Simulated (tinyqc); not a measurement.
Inside a calculation. Method: extended Hueckel theory, for BeH2+. The parameters take no account of the charge, which enters only through the electron count. One step of it, computed by the program tinyqc.

Question. Mulliken analysis. P = C n C^T; charge = valence electrons (H 1, Be 2) minus the sum of (P S)_ii on the atom; overlap population = 2 sum P_ij S_ij between two atoms.

coefficients:
```
              MO1        MO2        MO3       MO4        MO5        MO6
1Be 2s   0.424432   0.000000  -0.104373  0.000000   1.282318   0.000000
1Be 2px  0.000000   0.000000   0.000000  1.000000   0.000000   0.000000
1Be 2py  0.000000   0.346144   0.000000  0.000000   0.000000   1.669807
1Be 2pz  0.014742   0.000000   0.994102  0.000000   0.139883   0.000000
2H 1s    0.458513   0.505711   0.023847  0.000000  -0.819122  -1.125731
3H 1s    0.458513  -0.505711   0.023847  0.000000  -0.819122   1.125731
```

occupations: 2.000000  1.000000  0.000000  0.000000  0.000000  0.000000

overlap S:
```
           1Be 2s   1Be 2px    1Be 2py   1Be 2pz     2H 1s      3H 1s
1Be 2s   1.000000  0.000000   0.000000  0.000000  0.486670   0.486670
1Be 2px  0.000000  1.000000   0.000000  0.000000  0.000000   0.000000
1Be 2py  0.000000  0.000000   1.000000  0.000000  0.559649  -0.559649
1Be 2pz  0.000000  0.000000   0.000000  1.000000  0.047697   0.047697
2H 1s    0.486670  0.000000   0.559649  0.047697  1.000000   0.045290
3H 1s    0.486670  0.000000  -0.559649  0.047697  0.045290   1.000000
```

Give: charges; Overlap populations.

Answer.

charges: 1Be 0.9434, 2H 0.0283, 3H 0.0283

Overlap populations:
```
pair     value
2-1   0.576060
3-1   0.576060
3-2   0.014921
```
